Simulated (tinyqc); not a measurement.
# Worked calculation: modulation-doped quantum well, Poisson-Schroedinger loop

Program tinyqc, `OMP_NUM_THREADS=1 python tinyqc.py 2140061 2140062 out.jsonl`; Intel Xeon 2.30GHz, shared host, one thread, about 0.2 s. Printed values are rounded.

A well of width L centred at z = 0 between barriers Vb; effective-mass electrons, parabolic bands. The electrons come from donor sheets outside the mesh, a share fL of Ns on the left and the rest on the right, so the structure is neutral. Energies are counted from the band edge of the well, with U = 0 on the first node in the Hartree part.

Inputs (values chosen for the exercise); material values those of a made-up well:
```
symbol,value,unit,meaning
T,150,K,temperature
md,0.0797,m0,in-plane mass
Vb,0.14,eV,barrier height
eps_r,14.7,,relative permittivity (all layers)
L,7.7,nm,well width
hz,1.1,nm,mesh step
Ns,2.7e11,cm^-2,sheet density of electrons
fL,0,,share of the donors on the left side
Fz,0,kV/cm,applied field along z
a,0.5,,mixing factor
```

Constants: q = 1.602176634e-19 C, kB = 1.380649e-23 J/K, hbar = 1.054571817e-34 J s, m0 = 9.1093837015e-31 kg, Vt = kB T/q, eps0 = 8.8541878128e-14 F/cm where lengths are in cm, hbar^2/(2 m0) = 0.0380998212 eV nm^2. Results are converted to the units shown.

Range of the model: The highest level kept or the Fermi level comes near the barrier edge at an end of the mesh, so the hard walls there affect the result.

## Fixed part of the potential

z, node 1 to 17 (nm): -8.8  -7.7  -6.6  -5.5  -4.4  -3.3  -2.2  -1.1  0  1.1  2.2  3.3  4.4  5.5  6.6  7.7  8.8

V0 = 0 in the well and Vb outside, plus q Fz z (1 kV/cm = 1e-4 eV/nm).

fixed potential V0, node 1 to 17 (eV): 0.1400000  0.1400000  0.1400000  0.1400000  0.1400000  0.0000000  0.0000000  0.0000000  0.0000000  0.0000000  0.0000000  0.0000000  0.1400000  0.1400000  0.1400000  0.1400000  0.1400000

## Round 1: levels and probability densities

self-consistent potential U at the start, node 1 to 17 (eV): 0  0  0  0  0  0  0  0  0  0  0  0  0  0  0  0  0
mass on the intervals 1/2, 3/2, ... (mean of both at an interface) (m0): 0.0862  0.0862  0.0862  0.0862  0.0862  0.0816  0.077  0.077  0.077  0.077  0.077  0.077  0.0816  0.0862  0.0862  0.0862  0.0862  0.0862

Tridiagonal Hamiltonian with psi = 0 one step beyond both ends: H_ii = C (1/m_(i-1/2) + 1/m_(i+1/2))/hz^2 + V0_i + U_i, H_(i,i+1) = -C/(m_(i+1/2) hz^2), C = hbar^2/(2 m0). The lowest 2 level(s) are kept, normalised to hz sum |psi|^2 = 1.

levels (eV): E1 0.0340206, E2 0.1237540

```
node  |psi|^2 of E1 (1/nm)  |psi|^2 of E2 (1/nm)
1                0.0001510             0.0023830
2                0.0007922             0.0099606
3                0.0027215             0.0240958
4                0.0083403             0.0473313
5                0.0246424             0.0838466
6                0.0687711             0.1368383
7                0.1154334             0.1114175
8                0.1513222             0.0386724
9                0.1647428             0.0000000
10               0.1513222             0.0386724
11               0.1154334             0.1114175
12               0.0687711             0.1368383
13               0.0246424             0.0838466
14               0.0083403             0.0473313
15               0.0027215             0.0240958
16               0.0007922             0.0099606
17               0.0001510             0.0023830
```

## Round 1: Fermi level and occupations

Level k holds N_k = D_k Vt ln(1 + exp((EF - E_k)/Vt)) with D = md m0 q/(pi hbar^2) per eV (spin included); EF is fixed by sum N_k = Ns.

EF = 0.03223775 eV
N_k (cm^-2): E1 2.696379e11, E2 3.620976e8

## Round 1: density, output potential and mixing

n_i = sum_k N_k |psi_k|^2 (converted to cm^-3). Hartree part by Gauss: on the interval after node i the enclosed sheet charge is S_i = fL Ns - hz sum_(j<=i) n_j, and U_(i+1) = U_i + q S_i hz/(eps0 eps_r) in eV, U_1 = 0. Mixing: U(new) = U + a (U(out) - U).

```
node  n (1e17 cm^-3)  U(out) (eV)  U after round 1 (eV)
1           0.004159   0.00000000            0.00000000
2           0.021721  -0.00000062           -0.00000031
3           0.074254  -0.00000447           -0.00000224
4           0.226601  -0.00001939           -0.00000969
5           0.667487  -0.00006806           -0.00003403
6           1.859284  -0.00021614           -0.00010807
7           3.116555  -0.00064116           -0.00032058
8           4.081619  -0.00153038           -0.00076519
9           4.442091  -0.00302754           -0.00151377
10          4.081619  -0.00518633           -0.00259317
11          3.116555  -0.00795307           -0.00397653
12          1.859284  -0.01118400           -0.00559200
13          0.667487  -0.01469187           -0.00734594
14          0.226601  -0.01829916           -0.00914958
15          0.074254  -0.02194020           -0.01097010
16          0.021721  -0.02559230           -0.01279615
17          0.004159  -0.02924764           -0.01462382
```

## Course of the self-consistent loop

Start from U = 0. Stop when the largest |U(out) - U| is below 1e-7 eV, or after 60 rounds. From round 2 on: Anderson mixing of depth m keeps the last m inputs V and residuals F = V(out) - V(in), fits c by least squares to F = dF c over their successive differences dF, dV, and sets V(new) = V + a F - (dV + a dF) c. Here m = 4.

Course of the iteration:
```
round  level E1 (eV)     EF (eV)  largest |U(out) - U| (eV)
1         0.03402065  0.03223775                     0.0292
2         0.03183540  0.03005060                     0.0143
3         0.02978265  0.02799583                    1.39e-4
4         0.02986751  0.02808063                    1.62e-5
5         0.02986316  0.02807628                    1.06e-6
6         0.02986338  0.02807650                    9.56e-9
```

Converged in 6 rounds.

## Converged levels, occupations and centroid

converged U, node 1 to 17 (eV): 0.00000000  -0.00000052  -0.00000375  -0.00001640  -0.00005828  -0.00018784  -0.00056619  -0.00137114  -0.00275195  -0.00478369  -0.00744062  -0.01059855  -0.01407054  -0.01766173  -0.02129638  -0.02494647  -0.02860143

Solve for the levels with V0 + U, find EF, n_i = sum_k N_k |psi_k|^2 (in cm^-3); share of each level N_k/Ns; centroid sum n z/sum n.

levels (eV): E1 0.0298634, E2 0.1175564
EF = 0.02807650 eV
shares (%): E1 99.84302, E2 0.15698
n, node 1 to 17 (in units of 1e17 cm^-3): 0.003461  0.018243  0.063233  0.196221  0.588694  1.670329  2.864115  3.866280  4.370180  4.197403  3.363684  2.108530  0.800242  0.291830  0.103595  0.032755  0.006659
centroid = 0.1944269 nm

With 400 intervals across the well and the same walls, E2 - E1 = 89.23 meV and EF - E1 = -1.784 meV; this mesh gives 87.69 and -1.787 meV.
